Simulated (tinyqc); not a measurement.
Equation-of-state fits to an energy-volume table made by a known binding curve: one step, computed by the program tinyqc. Command: `OMP_NUM_THREADS=1 python tinyqc.py 3005877 3005878 out.jsonl eosfit walk`. One thread of a shared host (Intel(R) Xeon(R) Processor @ 2.30GHz), about 0.02 s of CPU time with the checks.

With x = (V/V_0)^(1/3), the energy per atom is E = D [exp(-2 eta (x - 1)) - 2 exp(-eta (x - 1))], so that B0 = 2 D eta^2/(9 V_0) and B' = 1 + eta. B' = dB/dP at P = 0.

Question. Exact values of the curve. B0 and B' from the formulas above; P = -dE/dV at V = c V_0 (c the compression chosen), from the curve itself.

Inputs (values chosen for the exercise, for a model crystal):
```
quantity                                 value             unit
cohesive energy D                         3.33          eV/atom
true volume V_0                           13.5  angstrom^3/atom
stiffness eta                             3.33                -
compression V/V_0 for the pressure test   0.75                -
```

Binding curve: Morse. Noise: added.

Constants: 1 eV/angstrom^3 = 160.2176634 GPa.

Give: exact B0; exact B'; exact pressure at c V_0.

Answer.

exact B0 = 97.39 GPa

exact B' = 4.33

exact pressure at c V_0 = 51.30 GPa
